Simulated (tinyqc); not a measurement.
## Ionisation constants from two fields

Inverse problem. alpha_n = an exp(-bn/E). Find bn and an.

alpha_n at 249 and 444 kV/cm (1/cm): [6739.7374, 51234.071]

Answer. ln alpha is a straight line in 1/E with slope -bn and intercept ln an.

bn = 1.15e6 V/cm
an = 6.83e5 1/cm

Computed by the program tinyqc: `OMP_NUM_THREADS=1 python tinyqc.py 2120109 2120110 out.jsonl`, one thread of a shared Intel Xeon 2.30GHz, about 0.06 s for the whole run.
